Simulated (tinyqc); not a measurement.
Inputs raised by 5 %, one at a time: lateral field, substrate current, probability of reaching the oxide barrier and hot-carrier lifetime of a silicon transistor (pseudo-two-dimensional and lucky-electron models). Computed by tinyqc, a small Python program. Command: `OMP_NUM_THREADS=1 python tinyqc.py 3015999 3016000 out.jsonl hotcar sens`. One thread of a shared host (Intel(R) Xeon(R) Processor @ 2.30GHz), about 0.01 s of CPU time with the checks.

Local-field models: a lucky carrier gains its energy at the peak field over a path free of collisions. Voltages are magnitudes.

Inputs (values chosen for the exercise, modelled on a silicon n-channel): channel length L = 310 nm; oxide thickness t = 8.5 nm; junction depth x_j = 100 nm; mobility mu = 400 cm^2/(V s); saturation velocity v_s = 0.82 1e7 cm/s; threshold voltage V_T = 0.41 V; gate voltage V_G = 1.9 V; drain voltage V_D = 3.2 V; ionisation prefactor A_i = 1.8e+06 1/cm; ionisation field B_i = 1.71 MV/cm; hot-carrier mean free path lambda = 7.2 nm; oxide barrier phi_b = 3.1 eV; interface-trap threshold phi_it = 3.8 eV; lifetime constant H = 1000 s microampere/micrometre; length of the depleted extension L_n = 25 nm.

Drain: lightly doped extension.

Constants: eps_0 = 8.8541878128e-12 F/m.

Method:
- C_ox = 3.9 eps_0/t; F_sat = 2 v_s/mu; V_Dsat = V_ov F_sat L/(V_ov + F_sat L), V_ov = V_G - V_T; I_D/W = C_ox v_s (V_ov - V_Dsat).
- Scale length l = 0.22 t^(1/3) x_j^(1/2) (all in cm); F_m = sqrt(((V_D - V_Dsat)/l_e)^2 + F_sat^2), with l_e = l + L_n; length of the velocity-saturated region l_e ln((V_D - V_Dsat)/(l_e F_sat) + F_m/F_sat).
- Substrate current I_sub/I_D = (A_i/B_i)(V_D - V_Dsat) exp(-B_i/F_m); probability of reaching the oxide barrier exp(-phi_b/(e lambda F_m)); lifetime tau = (H/(I_D/W)) exp(phi_it/(e lambda F_m)).
- V_10 solves tau = 3.156e8 s at the given V_G. The extrapolation fits ln(tau) against 1/V_D at 1, 1.08, 1.16 and 1.25 times the given V_D (rounded to 3 digits) by least squares and reads off the same tau.

Runs; columns: (1) input moved; (2) from; (3) to; (4) peak field F_m (kV/cm); (5) lifetime tau (s); (6) drain current I_D/W (microampere/micrometre); (7) ten-year drain voltage V_10 (V):
```
(1)                                         (2)     (3)     (4)         (5)     (6)     (7)
base run                                      -       -  279.60  5.8889e+08  267.86  3.2878
oxide thickness t (nm)                      8.5   8.925  276.38  7.7008e+08  255.11  3.3259
gate voltage V_G (V)                        1.9   1.995  277.48  6.2173e+08  293.03  3.2942
drain voltage V_D (V)                       3.2    3.36  297.02  1.9461e+08  267.86  3.2878
ionisation field B_i (MV/cm)               1.71  1.7955  279.60  5.8889e+08  267.86  3.2878
hot-carrier mean free path lambda (nm)      7.2    7.56  279.60  2.3969e+08  267.86  3.1613
length of the depleted extension L_n (nm)    25   26.25  275.89  7.5908e+08  267.86  3.3236
mobility mu (cm^2/(V s))                    400     420  281.28  5.1444e+08  273.87  3.2690
```

Exponents ln(y'/y) / ln(x'/x):
```
input                                 peak field F_m  lifetime tau  drain current I_D/W  ten-year drain voltage V_10
oxide thickness t                             -0.237         5.498               -1.000                        0.236
gate voltage V_G                              -0.156         1.112                1.840                        0.040
drain voltage V_D                              1.239       -22.694                0.000                        0.000
ionisation field B_i                           0.000         0.000                0.000                        0.000
hot-carrier mean free path lambda              0.000       -18.423                0.000                       -0.804
length of the depleted extension L_n          -0.274         5.203                0.000                        0.222
mobility mu                                    0.123        -2.770                0.454                       -0.117
```

To which inputs is each result most sensitive?

Among the inputs moved here: peak field F_m answers most in size to drain voltage V_D (exponent +1.239), next to length of the depleted extension L_n (-0.274); its exponent is below 0.0005 for ionisation field B_i, hot-carrier mean free path lambda. Lifetime tau answers most in size to drain voltage V_D (exponent -22.694), next to hot-carrier mean free path lambda (-18.423); its exponent is below 0.0005 for ionisation field B_i. Drain current I_D/W answers most in size to gate voltage V_G (exponent +1.840), next to oxide thickness t (-1.000); its exponent is below 0.0005 for drain voltage V_D, ionisation field B_i, hot-carrier mean free path lambda, length of the depleted extension L_n. Its exponent -1.000 in oxide thickness t: the current follows C_ox. Ten-year drain voltage V_10 answers most in size to hot-carrier mean free path lambda (exponent -0.804), next to oxide thickness t (+0.236); its exponent is below 0.0005 for drain voltage V_D, ionisation field B_i.

Caution (all rows): the empirical formula for l was fitted to oxides of about 15 nm or more; for thinner ones it is an extrapolation. Caution (all rows): the saturated region fills most of the channel, so the split into two regions is rough. Caution (all rows): e V_D is below phi_b or phi_it, so the available energy, not the field, limits hot carriers, and the lucky-electron formulas overstate them.

Extremes, crossings and ranges named in words are read from the listed rows.
